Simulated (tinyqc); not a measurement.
Worked calculation: one-electron ion in a basis of Gaussians. One step of it, computed by the program tinyqc.

Question. Matrices over normalised Gaussians. With p = a_i + a_j and I(k) = Gamma((k+1)/2) / (2 p^((k+1)/2)): S = I(2l+2), T = (2l+3) a_i a_j S / p, V = -Z I(2l+1), each divided by sqrt(S_ii S_jj).

exponents of r^l exp(-a r^2) (1/bohr^2): 5.039000  19.640000  76.550000  298.400000  1163.000000  4532.000000

Z = 6

l = 0

Give: S; T; V.

Answer.

S, lower triangle:
```
        1       2       3       4       5       6
1  1.0000
2  0.7239  1.0000
3  0.3341  0.7239  1.0000
4  0.1292  0.3340  0.7238  1.0000
5  0.0475  0.1292  0.3340  0.7239  1.0000
6  0.0172  0.0475  0.1292  0.3341  0.7239  1.0000
```

T (hartree), lower triangle:
```
        1        2         3         4          5          6
1  7.5585
2  8.7086  29.4600
3  4.7380  33.9424  114.8250
4  1.9208  18.4653  132.2924  447.6000
5  0.7143   7.4868   71.9738  515.7104  1744.5000
6  0.2596   2.7845   29.1855  280.6169  2010.0356  6798.0000
```

V (hartree), lower triangle:
```
          1         2         3          4          5          6
1  -21.4928
2  -24.3466  -42.4319
3  -20.4285  -48.0658  -83.7710
4  -15.2383  -40.3297  -94.8934  -165.3944
5  -10.9809  -30.0843  -79.6216  -187.3554  -326.5210
6   -7.8407  -21.6799  -59.3968  -157.2117  -369.8791  -644.5643
```
